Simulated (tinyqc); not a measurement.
Ideality, saturation current and resistance from three points.

Inverse problem. Well above the saturation current a diode obeys V = n Vt ln(I/I0) + I Rs. Find n, Rs and I0.

Values chosen for this exercise:
- T = 273 K (temperature)

Constants: q = 1.602176634e-19 C, kB = 1.380649e-23 J/K, Vt = kB T/q. Results are converted to the units shown.

currents (A): 4e-6  0.0004  0.04
voltages (V): 0.55256520  0.74327154  0.93707500

Solution. V is linear in the three unknowns n Vt, Rs and -n Vt ln I0, so three points give a linear system.

n = 1.76
Rs = 0.0790 ohm
I0 = 6.40e-12 A

Program tinyqc, `OMP_NUM_THREADS=1 python tinyqc.py 2260141 2260142 out.jsonl`; Intel Xeon 2.30GHz, shared host, one thread, about 0.01 s.
